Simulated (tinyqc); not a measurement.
Raising U: Hubbard ring of 6 sites, mean field against exact. Computed by the program tinyqc. Collinear unrestricted mean field (the lowest of 40 random starts) against exact diagonalisation.

one-body matrix (hopping and site energies) (eV):
```
,1,2,3,4,5,6
1,0.0000,-0.7700,0.0000,0.0000,0.0000,-0.7700
2,-0.7700,0.0000,-0.7700,0.0000,0.0000,0.0000
3,0.0000,-0.7700,0.0000,-0.7700,0.0000,0.0000
4,0.0000,0.0000,-0.7700,0.0000,-0.7700,0.0000
5,0.0000,0.0000,0.0000,-0.7700,0.0000,-0.7700
6,-0.7700,0.0000,0.0000,0.0000,-0.7700,0.0000
```

electrons, up and down: 3  2

Exact and mean-field results (eV):
```
U,U/t,E exact,E mean field,mean |n_up - n_down|,"double occupancy, exact",first gap in the sector
0.3900,0.5065,-5.018487,-5.001852,0.1808,0.1509,0.0000
0.7700,1.0000,-4.691705,-4.627493,0.1984,0.1358,0.0000
2.3100,3.0000,-3.692382,-3.190278,0.3682,0.0833,0.0000
3.0800,4.0000,-3.353311,-2.667132,0.6070,0.0643,0.0000
4.6200,6.0000,-2.886598,-2.142520,0.7411,0.0392,0.0000
6.1600,8.0000,-2.594182,-1.877996,0.7833,0.0254,0.0000
9.2400,12.0000,-2.261408,-1.614073,0.8118,0.0127,0.0000
15.4000,20.0000,-1.970089,-1.403653,0.8257,0.0049,0.0000
```

Estimate the missing row, U = 1.54.

Computed row:
```
U          U/t    E exact  E mean field  mean |n_up - n_down|  double occupancy, exact  first gap in the sector
1.5400  2.0000  -4.131138     -3.885317                0.2544                   0.1074                   0.0000
```

In absolute terms mean field is worst at U/t = 6.0, 0.744 eV too high: at small U it is nearly exact, and at large U it still misses the motion of the hole through a fluctuating spin background. Relative to the exact energy its error is 0.3 % at the smallest U, 29 % at most and 29 % at the largest. The double occupancy falls from 0.151 to 0.005.
